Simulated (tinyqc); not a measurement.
# Worked calculation: MOS capacitor on a p-type substrate, surface potential from the exact charge relation

Computed by the program tinyqc: `OMP_NUM_THREADS=1 python tinyqc.py 2060123 2060124 out.jsonl`, one thread of a shared Intel Xeon 2.30GHz, about 0.01 s for the whole run. Printed values are rounded.

Uniform p-type substrate, Boltzmann statistics, full ionisation, classical densities. psi is the surface potential against the body (positive when the bands bend down) and u = psi/Vt. Traps are spread evenly over the gap and neutral at flat band, so their charge is -q Dit psi; the minority quasi-Fermi level is shifted by Vb.

Values chosen for this exercise; band and dielectric values those of a made-up semiconductor:
```
symbol,value,unit,meaning
T,293,K,temperature
Eg,1.13,eV,band gap
eps_r,14.2,,relative permittivity
Nc,2.03e19,cm^-3,conduction-band density of states at T
Nv,2.24e19,cm^-3,valence-band density of states at T
chi,3.85,eV,electron affinity
N,4.1e15,cm^-3,acceptor density of the substrate
eox,24.5,,relative permittivity of the gate insulator (close to zirconium oxide)
tox,87,nm,insulator thickness
phiM,4.88,eV,gate work function
Nf,0,cm^-2,"fixed charge at the interface, in units of q"
Dit,0,cm^-2 eV^-1,density of interface traps
Vb,1.8,V,reverse bias of the inversion layer against the body
Vg,3.16,V,gate voltage against the body
```

Constants: q = 1.602176634e-19 C, kB = 1.380649e-23 J/K, Vt = kB T/q, eps0 = 8.8541878128e-14 F/cm where lengths are in cm. Results are converted to the units shown.

## Flat band, threshold and scales

ni = sqrt(Nc Nv) exp(-Eg/(2 Vt)), Eg in volts; phiF = Vt ln(N/ni); Cox = eps0 eox/tox; Vfb = phiM - chi - (Eg - Vt ln(Nv/N)) - q Nf/Cox; Q0 = sqrt(2 eps0 eps_r q N Vt); r = (ni/N)^2 exp(-Vb/Vt); VT = Vfb + [(2 phiF + Vb)(1 + q Dit/Cox) + sqrt(2 eps0 eps_r q N (2 phiF + Vb))/Cox].

ni = 4.078763e9 cm^-3
phiF = 0.3489560 V
Cox = 0.2493421 uF/cm^2
Vfb = 0.1172867 V
Q0 = 6.458043 nC/cm^2
r = 1.082417e-43
VT = 2.872815 V

## Starting value

psi = Vg - Vfb, limited to the range from -4 Vt to +(2 phiF + Vb + 4 Vt).

psi at the start = 2.598907 V

## Iteration 1: Newton step for the surface potential

u = psi/Vt; F^2 = exp(-u) + u - 1 + r (exp(u) - u - 1); Qs = -sign(u) Q0 F; Cs = -dQs/dpsi = (Q0/Vt) |1 - exp(-u) + r (exp(u) - 1)|/(2 F). f = Vfb + psi + (q Dit psi - Qs)/Cox - Vg, f' = 1 + (Cs + q Dit)/Cox, psi(new) = psi - f/f'.

u = 102.9320
F = 12.51120
Qs = -80.79786 nC/cm^2
Cs = 0.5683185 uF/cm^2
f = -0.1197619 V
f' = 3.279272
psi after iteration 1 = 2.635428 V

## Iteration 2: Newton step for the surface potential

As before.

u = 104.3784
F = 18.31146
Qs = -118.2562 nC/cm^2
Cs = 1.626803 uF/cm^2
f = 0.06698765 V
f' = 7.524383
psi after iteration 2 = 2.626525 V

## Iteration 3: Newton step for the surface potential

As before.

u = 104.0258
F = 16.31074
Qs = -105.3355 nC/cm^2
Cs = 1.285994 uF/cm^2
f = 0.006265727 V
f' = 6.157551
psi after iteration 3 = 2.625508 V

## Course of the Newton iteration

Stop when the step is below 1e-10 V, or after 60 iterations.

Course of the iteration:
```
iteration,psi before the step (V),f (V),step (V)
1,2.598907,-0.120,0.0365
2,2.635428,0.0670,-8.90e-3
3,2.626525,6.27e-3,-1.02e-3
4,2.625508,7.20e-5,-1.20e-5
5,2.625496,9.82e-9,-1.63e-9
6,2.625496,< 1e-13,0
```

Converged in 6 iterations.

## Charges, field and capacitances at the solution

converged psi = 2.625496 V

u = psi/Vt; F^2 = exp(-u) + u - 1 + r (exp(u) - u - 1); Qs = -sign(u) Q0 F; Cs = -dQs/dpsi = (Q0/Vt) |1 - exp(-u) + r (exp(u) - 1)|/(2 F). Low frequency: 1/C_LF = 1/Cox + 1/(Cs + q Dit). High frequency, in the simple estimate in which traps and minority carriers do not follow: 1/C_HF = 1/Cox + 1/Cd, Cd being Cs with r = 0 at the same psi. Minority sheet density N_inv = (Q0/(2 q)) int_0^u r (exp(t) - 1)/F(t) dt for u > 0. Oxide field |Qs - q Dit psi + q Nf|/(eps0 eox).

Qs = -104.0299 nC/cm^2
N_inv = 2.412914e11 cm^-2
oxide field = 0.04795604 MV/cm
Cs = 1.250424 uF/cm^2
C_LF/Cox = 0.8337460
C_HF/Cox = 0.04810992

The surface is in strong inversion (borders at |psi| = 0, phiF + Vb and 2 phiF + Vb = 2.50 V). Minority carriers make up 37.2 % of Qs.
